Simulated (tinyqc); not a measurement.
One-diode model of a solar cell: two steps of the calculation.

J is the current delivered and Vj = V + J Rs the junction voltage. J = X JL - J01 (exp(Vj/(n1 Vt)) - 1) - Vj/Rp. The photocurrent does not depend on voltage.

Inputs (values chosen for the exercise); values of the order met in cells of gallium arsenide:
- T = 273 K (temperature)
- JL = 27 mA/cm^2 (photocurrent at one sun)
- X = 1 suns (concentration)
- J01 = 1e-12 A/cm^2 (saturation current of the diode)
- n1 = 1.78 (ideality factor of the diode)
- Rs = 1.5 ohm cm^2 (series resistance)
- Rp = 10000 ohm cm^2 (shunt resistance)
- Pin = 100 mW/cm^2 (incident power at one sun)

Constants: q = 1.602176634e-19 C, kB = 1.380649e-23 J/K, Vt = kB T/q. Results are converted to the units shown.

Problem 1. New Vj. Maximum power: dP/dVj = f = J (1 + 2 Rs G) - G Vj = 0. G = -dJ/dVj = J01 exp(Vj/(n1 Vt))/(n1 Vt) + 1/Rp. H = dG/dVj; f' = -2 G - 2 Rs G^2 + (2 Rs J - Vj) H; Vj(new) = Vj - f/f'.

Vj at the start = 1.0058016 V

Wanted: J; G; H; f; f'; Vj after iteration 1.

Solution 1.

J = -0.1006 mA/cm^2
G = 0.6449 S/cm^2
H = 15.40 S/(cm^2 V)
f = -648.9 mA/cm^2
f' = -18.03 S/cm^2
Vj after iteration 1 = 0.9698 V

Problem 2. Figures of merit. Jsc at V = 0, Voc at J = 0, the maximum power point where J (1 + 2 Rs G) = G Vj with G = -dJ/dVj; FF = Vmp Jmp/(Voc Jsc); efficiency Vmp Jmp/(X Pin). Empirical fill factor without parasitics FF0 = (v - ln(v + 0.72))/(v + 1), v = Voc/(n1 Vt).

Find: Jsc; Voc; Vmp; Jmp; FF; efficiency; FF0.

Solution 2.

Jsc = 26.996 mA/cm^2
Voc = 1.0056 V
Vmp = 0.84135 V
Jmp = 25.582 mA/cm^2
FF = 0.79281
efficiency = 21.524 %
FF0 = 0.83177

FF is 4.7 % below FF0. Removing one loss at a time changes the efficiency by: series resistance +0.99, shunt +0.07 points.

Computed by the program tinyqc: `OMP_NUM_THREADS=1 python tinyqc.py 2280034 2280035 out.jsonl`, one thread of a shared Intel Xeon 2.30GHz, about 0.01 s for the whole run.
